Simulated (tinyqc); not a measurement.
# Transfer-length model of a contact, step by step

Numbers from tinyqc (`OMP_NUM_THREADS=1 python tinyqc.py 2760084 2760085 out.jsonl`; about 0.01 s on one thread of a shared Intel Xeon 2.30GHz). Printed values are rounded.

A metal contact of length d and width W on a thin layer of the same width. The metal has no resistance, the sheet resistance under it equals Rsh, and current enters the layer at the front edge x = 0.

Values chosen for this exercise:
- d = 1.2 um (contact length)
- W = 2.3 um (contact width)

## Straight-line fit

```
gap,L (um),R_T (ohm)
1,0.7,392.73
2,1,477.51
3,1.5,618.82
4,2.1,788.38
5,3.1,1071
6,4.5,1466.6
```

Pairs of such contacts at gaps L have R_T = Rsh L/W + 2 Rc. The values of R_T were made from Rsh and rc and are treated as data. Least squares: slope = sum (L - mean L)(R_T - mean R_T)/sum (L - mean L)^2, intercept = mean R_T - slope mean L. Rsh = slope W, Rc = intercept/2, and A = Rc/slope is half the distance from the origin to the zero of the line.

slope = 282.600 ohm/um
intercept = 194.917 ohm
Rsh = 649.980 ohm/sq
Rc = 97.4585 ohm
A = 0.344864 um

## Iteration 1: transfer length

Lt at the start = 0.344864 um

A = Lt coth(d/Lt) is solved for Lt, starting from Lt = A. Lt(new) = sqrt(Lt A tanh(d/Lt)), the geometric mean of the old value and the plain step.

Lt after iteration 1 = 0.344537 um

## Iteration 2: transfer length

As before.

Lt after iteration 2 = 0.344375 um

## Course of the iteration

Stop when Lt changes by less than 1e-9 of itself, or after 40 iterations.

Course of the iteration:
```
iteration,Lt (um),relative change
1,0.344537,9.49e-4
2,0.344375,4.69e-4
3,0.344296,2.31e-4
4,0.344256,1.14e-4
5,0.344237,5.63e-5
6,0.344227,2.78e-5
7,0.344223,1.37e-5
8,0.344220,6.77e-6
9,0.344219,3.34e-6
...,...,...
13,0.344218,1.98e-7
14,0.344218,9.77e-8
15,0.344218,4.82e-8
16,0.344218,2.38e-8
17,0.344218,1.17e-8
18,0.344218,5.79e-9
19,0.344218,2.86e-9
20,0.344218,1.41e-9
21,0.344218,6.96e-10
```

Converged in 21 iterations.

## Contact resistivity

converged Lt = 0.344218 um

rc = Rsh Lt^2. Short cuts: Rsh A^2 (long contact, Lt = A) and Rc W d (short contact, even current).

rc = 7.70136e-7 ohm cm^2
Rsh A^2 = 7.73029e-7 ohm cm^2
Rc W d = 2.68986e-6 ohm cm^2

The extracted rc is 0.018 % above the value 7.7e-7 ohm cm^2 that made the data. The long-contact form is 0.38 % above the extracted value and the short-contact form 3.49 times it; both can only overstate it.
